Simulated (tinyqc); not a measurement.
The 3-omega method: a line heater on a substrate with a thin film: one step, computed by the program tinyqc. Command: `OMP_NUM_THREADS=1 python tinyqc.py 3009108 3009109 out.jsonl threeomega walk`. One thread of a shared host (Intel(R) Xeon(R) Processor @ 2.30GHz), about 0.01 s of CPU time with the checks.

A current at angular frequency omega = 2 pi f heats the line at 2 omega with the amplitude P per length; the temperature swing Delta T at 2 omega gives a voltage at 3 omega. The substrate is taken as semi-infinite and isotropic, and the heat capacity of heater and film is left out.

Question. The film adds a constant step. One-dimensional flow across the film: Delta T_f = P (t/kappa_f + R_i)/(2 b); total in-phase swing Delta T = Delta T_s + Delta T_f; third-harmonic amplitude V_3 = V_1 beta |Delta T|/2 with the out-of-phase part included; the apparent film conductivity is t/(t/kappa_f + R_i).

Inputs (values chosen for the exercise, modelled on silicon nitride on silicon): heater half-width b = 8.9 micrometre; power amplitude per length P = 41 W/m; film thickness t = 170 nm; film conductivity kappa_f = 2.4 W/(m K); interface resistance R_i = 3.9 m^2 K/GW; temperature coefficient of resistance beta = 3.5 1e-3/K; voltage amplitude V_1 = 0.69 V.

in-phase Delta T_s = 0.2583055 K

out-of-phase Delta T_s = -0.06674889 K

Give: Delta T_f; total in-phase swing; V_3; apparent film conductivity; film share of the in-phase swing.

Answer.

Delta T_f = 0.1721 K

total in-phase swing = 0.4304 K

V_3 = 0.5260 mV

apparent film conductivity = 2.275 W/(m K)

film share of the in-phase swing = 0.3999

The interface lowers the apparent conductivity by 5 %. The film gives a large part of the signal.
